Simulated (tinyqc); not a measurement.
# From wall energy back to gradient coefficient g

Model: Landau-Devonshire theory of a uniaxial ferroelectric. Computed by tinyqc, a small Python program. Command: `OMP_NUM_THREADS=1 python tinyqc.py 3007018 3007019 out.jsonl ferro inv`. One thread of a shared host (Intel(R) Xeon(R) Processor @ 2.30GHz), about 0.03 s of CPU time with the checks.

G(P) = (alpha/2) P^2 + (beta*/4) P^4 + (gamma/6) P^6 - E P per volume, SI units, one domain, P along the polar axis.

Inputs (values chosen for the exercise, for a model ferroelectric):

| quantity | value | unit |
|---|---|---|
| alpha_0 | 2.85e+06 | J m/(C^2 K) |
| Curie-Weiss temperature T0 | 570 | K |
| beta | 3.41e+08 | J m^5/C^4 |
| gamma | 1.1e+09 | J m^9/C^6 |
| temperature T | 254 | K |

Sample: free crystal.

Constants: eps_0 = 8.8541878128e-12 F/m.

Method:
- alpha = alpha_0 (T - T0*), T0* = T0, beta* = beta.
- Ps^2 = [-beta* + sqrt(beta*^2 - 4 alpha gamma)]/(2 gamma).
- chi = 1/(eps_0 G''), G'' = alpha + 3 beta* P^2 + 5 gamma P^4 at Ps. Ps, chi and the coercive field are for perfect screening, without a depolarising field. The intrinsic coercive field is |alpha P + beta* P^3 + gamma P^5| at the P_c where G'' = 0. 1 C/m^2 = 100 microcoulomb/cm^2.
- With the term (g/2) (dP/dx)^2, (g/2) P'^2 = G(P) - G(Ps) across the wall: energy = int_(-Ps)^(Ps) sqrt(2 g [G(P) - G(Ps)]) dP (40 Gauss-Legendre points); width = 2 Ps over the slope at P = 0, sqrt(2 |G(Ps)|/g). Elastic coupling inside the wall is left out.

Task: A run gave the result below. Find the gradient coefficient g, known to lie between 3.5e-11 and 1e-10 J m^3/C^2.

wall energy = 180.4651 mJ/m^2

Result:

Each step takes the trial c = (a f_b - b f_a)/(f_b - f_a), f being the result less the target and a, b, c the logarithms of the listed values; c replaces end b, the old b replaces a if the sign of f changed, and otherwise f_a is halved.

Scan of the range:

| gradient coefficient g (J m^3/C^2) | wall energy (mJ/m^2) |
|---|---|
| 3.50e-11 | 147.293 |
| 4.17e-11 | 160.774 |
| 4.97e-11 | 175.520 |
| 5.92e-11 | 191.562 |
| 7.05e-11 | 209.046 |
| 8.39e-11 | 228.050 |
| 1.00e-10 | 248.971 |

False position (Illinois rule, in the logarithm of the input) inside the bracket:

| step | end a | end b | trial | wall energy (mJ/m^2) |
|---|---|---|---|---|
| 1 | 4.97000e-11 | 5.92000e-11 | 5.24534e-11 | 180.316 |
| 2 | 5.92000e-11 | 5.24534e-11 | 5.25374e-11 | 180.461 |
| 3 | 5.92000e-11 | 5.25374e-11 | 5.25424e-11 | 180.469 |
| 4 | 5.25374e-11 | 5.25424e-11 | 5.25400e-11 | 180.465 |

Wall energy rises at every point of a 13-point scan of the range (every second point is shown), so one value fits; it is bracketed by 4.97e-11 and 5.92e-11. The scan shows a pure power law with exponent 0.5000, so scaling from any one row also gives the answer directly. Answer: gradient coefficient g = 5.254e-11 J m^3/C^2.

Caution: far below T0* the expansion with linear alpha(T) is only a fit. Caution: a wall under 0.8 nm, some two lattice spacings, wide is outside the continuum picture.
